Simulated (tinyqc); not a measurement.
Decay across the direct gap: complex band structure along [001] in sp3s* tight binding.

For k = (0, 0, kz) the phase sums are g0 = cos(phi) and g3 = i sin(phi), phi = kz a/4, and the s, pz, s* orbitals of anion (a) and cation (c) decouple from px, py. With z = exp(i phi), H(z) = H0 + z T + T^T/z for any complex z. H0 is diagonal (Esa, Epa, Exa, Esc, Epc, Exc). The anion-cation block is B(z) = z U + W/z and the cation-anion block z W^T + U^T/z, where U has Vss/2 (s,s), Vsapc/2 (s,z), -Vscpa/2 (z,s), Vxx/2 (z,z), Vxapc/2 (s*,z), -Vpaxc/2 (z,s*), and W has the same values with the s-z and s*-z signs reversed. |z| = 1 is a band state, |z| < 1 decays along [001] as exp(-kappa d) over a distance d, kappa = -(4/a) ln|z|. No spin-orbit coupling.

Constants: hbar^2/2m0 = 3.80998211 eV angstrom^2.

Parameters, chosen for this exercise (out of a larger set: near a published set for InAs, fitted to gaps, whose masses and valley positions are rough (light masses up to twice too heavy); not measured data): p = (-9.51, 0.905, -2.734, 3.735, 7.454, 6.709, -5.61, 1.837, 4.485, 3.041, 5.437, 3.383, 3.9) eV (order Esa, Epa, Esc, Epc, Exa, Exc, Vss, Vxx, Vxy, Vsapc, Vscpa, Vxapc, Vpaxc); a = 6.058 angstrom (lattice constant).

Ev = 0.00121 eV
EG (direct gap) = 0.43047 eV

masses of this model, from the curvature at Gamma (m0): m_lh 0.02902, m_e 0.03109

kappa of the imaginary branch at Gamma against three formulas: parabolic from the valence edge, sqrt(m_lh E/c); parabolic from the conduction edge, sqrt(m_e (EG - E)/c); two-band (Franz), sqrt(m E (1 - E/EG)/c) with m = 2 m_lh m_e/(m_lh + m_e). E from Ev; c = hbar^2/2m0.

kappa (1/angstrom):

| E/EG | E (eV) | tight binding | parabolic, valence | parabolic, conduction | two-band |
|---|---|---|---|---|---|
| 0.05 | 0.0215 | 0.0125 | 0.0128 | 0.0578 | 0.0127 |
| 0.15 | 0.0646 | 0.0205 | 0.0222 | 0.0546 | 0.0208 |
| 0.25 | 0.1076 | 0.0250 | 0.0286 | 0.0513 | 0.0252 |
| 0.35 | 0.1507 | 0.0276 | 0.0339 | 0.0478 | 0.0278 |
| 0.50 | 0.2152 | 0.0291 | 0.0405 | 0.0419 | 0.0291 |
| 0.65 | 0.2798 | 0.0279 | 0.0462 | 0.0351 | 0.0278 |
| 0.75 | 0.3228 | 0.0254 | 0.0496 | 0.0296 | 0.0252 |
| 0.85 | 0.3659 | 0.0210 | 0.0528 | 0.0230 | 0.0208 |
| 0.95 | 0.4089 | 0.0129 | 0.0558 | 0.0133 | 0.0127 |

The branch joins the light-hole and conduction bands and peaks, among these rows, at E/EG = 0.50 with kappa = 0.0291 1/angstrom. At mid-gap the parabola from the conduction edge is +44 % off and the two-band form +0.1 %; over 5 nm the parabola would misstate exp(-2 kappa d) by a factor 3.6.

Run: tinyqc, `OMP_NUM_THREADS=1 python tinyqc.py 1451302 1451303 out.jsonl`; Intel(R) Xeon(R) Processor @ 2.30GHz, one thread, shared host; about 0.01 s of CPU time with all checks.
